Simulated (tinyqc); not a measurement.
Lattice vibrations of a chain, step by step. One step of it, computed by the program tinyqc.

Question. Dynamical matrix at q = 0.45. q is in units of 2 pi/a. A spring k from atom i to atom j, n cells on, adds k to Phi_ii and Phi_jj, -k exp(2 pi i q n) to Phi_ij and the conjugate to Phi_ji (for one atom a cell: 2k (1 - cos 2 pi q n)); D_ij = Phi_ij / sqrt(m_i m_j).

A chain moving along its axis:

| atom | mass (u) | spring to the next atom (eV/angstrom^2) |
|---|---|---|
| 1 | 66.600000 | 8.100000 |
| 2 | 3.100000 | 5.300000 |
| 3 | 55.600000 | 14.400000 |
| 4 | 30.900000 | 27.000000 |
| second neighbours | - | 0.500000 |

Give: D(q).

Answer.

D(q) (eV/(angstrom^2 u)):
```
              1              2             3              4
1         0.542         -0.564  0.000+0.003i   0.566+0.184i
2        -0.564          4.645        -0.404  -0.003+0.016i
3  0.000-0.003i         -0.404         0.372         -0.347
4  0.566-0.184i  -0.003-0.016i        -0.347          1.372
```
